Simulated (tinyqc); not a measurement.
Five-level k.p model folded onto the conduction band, step by step. Values are carried at full precision from step to step, so a last printed digit may differ when a step is redone from the rounded ones.

Second-order sums for the lowest conduction level at E: 1/m = 1 + Cm + (Ep/3)(2/E + 1/(E + Dso)) - (Ep2/3)(2/(E7 + D2 - E) + 1/(E7 - E)); g/2 = 1 + Cg - (Ep/3)(1/E - 1/(E + Dso)) - (Ep2/3)(1/(E7 - E) - 1/(E7 + D2 - E)). E is counted from the top of the valence band; E = Eg at the edge.

Constants: hbar^2/2m0 = 3.80998211 eV angstrom^2.

Inputs chosen for the exercise (near those of GaAs; shifted at random, so the results belong to these values and not to a real crystal): Eg = 1.591 eV (gap at Gamma to the s-like level); Dso = 0.359 eV (spin-orbit splitting); Ep = 26.1 eV (Kane energy); E7 = 4.4 eV (upper Gamma7 conduction level, from the valence top); D2 = 0.18 eV (its spin-orbit splitting, Gamma8 above Gamma7); Ep2 = 1.9 eV (Kane energy to the upper levels); Cm = 0 (remote term in 1/m); Cg = -0.02 (remote term in g/2); k = 0.093 1/angstrom (wave vector along z).

## Mass and g factor term by term

Evaluate at E = Eg.

Terms:

| level | part of 1/m | part of g |
|---|---|---|
| free + remote | 1.0000 | 1.9600 |
| Gamma8 valence | 10.9365 | -10.9365 |
| Gamma7 valence | 4.4615 | 8.9231 |
| Gamma8 upper | -0.4238 | 0.4238 |
| Gamma7 upper | -0.2255 | -0.4509 |

m = 0.0635 m0
g = -0.081

The valence levels give 15.40 to 1/m and the upper levels take 0.65 away. In g the two valence terms nearly cancel when Dso is small against Eg; here Dso/Eg = 0.23 and they leave -2.013, the upper pair -0.027. This nearly cancels the free value 2, so 5 % in Ep moves g by about 0.1.

## The matrix at one k

For k along z and one spin sector the level c couples to four states. With c0 = hbar^2/2m0, P = sqrt(Ep c0), P2 = sqrt(Ep2 c0): diagonal Eg + (1 + Cm) c0 k^2 for c, and 0, -Dso, E7 + D2, E7 for lh, so, G8 up, G7 up (their own dispersion is left out); couplings of c: sqrt(2/3) P k to lh, sqrt(1/3) P k to so, sqrt(2/3) P2 k to G8 up, sqrt(1/3) P2 k to G7 up (phases chosen real).

Fill in the matrix.

H (eV), lower triangle:
```
             c  lh        so    G8 up    G7 up
c      1.62395
lh     0.75721   0
so     0.53543   0  -0.35900
G8 up  0.20430   0         0  4.58000
G7 up  0.14446   0         0        0  4.40000
```

## Exact folding onto c

Solve E = H_cc + S(E), S(E) = sum_j H_cj^2/(E - H_jj), from E = H_cc, by plain substitution and by Newton steps on E - H_cc - S(E). The weight of c in the state is Z = 1/(1 - dS/dE). The exact level is the third eigenvalue of H from below.

Iterates (eV):

| step | substitution | Newton |
|---|---|---|
| 0 | 1.62395 | 1.62395 |
| 1 | 2.09996 | 1.99073 |
| 2 | 1.98768 | 2.00604 |
| 3 | 2.00983 | 2.00606 |
| 4 | 2.00529 | 2.00606 |
| 5 | 2.00621 | 2.00606 |
| 6 | 2.00603 | 2.00606 |
| 7 | 2.00606 | 2.00606 |

exact level = 2.00606 eV
Z = 0.8308

Substitution multiplies the error by about dS/dE = 1 - 1/Z = -0.204 a step, so it alternates; after 7 steps it is off by 6.5e-06 eV, while Newton is within 1e-5 eV from step 3 on.

## Loewdin series

Expanding E = H_cc + S(E) about Eg in powers of k^2, with s_n = sum_j H_cj^2/(Eg - H_jj)^n: order k^2: e2 = (1 + Cm) c0 k^2 + s1; order k^4: e4 = -s2 e2; order k^6: e6 = s3 e2^2 + s2^2 e2.

Give each order and the partial sums, counted from Eg.

s1 (eV), s2 (no unit), s3 (1/eV); (1 + Cm) c0 k^2 is H_cc - Eg: 0.48601  0.30923  0.17853

e2, e4, e6 (eV): 0.51896  -0.16048  0.09771

partial sums (eV): 0.51896  0.35849  0.45619

The exact value is 0.41506 eV; the errors of the partial sums are +103.91, -56.57 and +41.14 meV.

## Checks

- Curvature of the exact level at small k against the sum for 1/m: both 15.749.

Program tinyqc; command `OMP_NUM_THREADS=1 python tinyqc.py 1080220 1080221 out.jsonl`; about 0.01 s on one thread of a shared Intel(R) Xeon(R) Processor @ 2.30GHz.
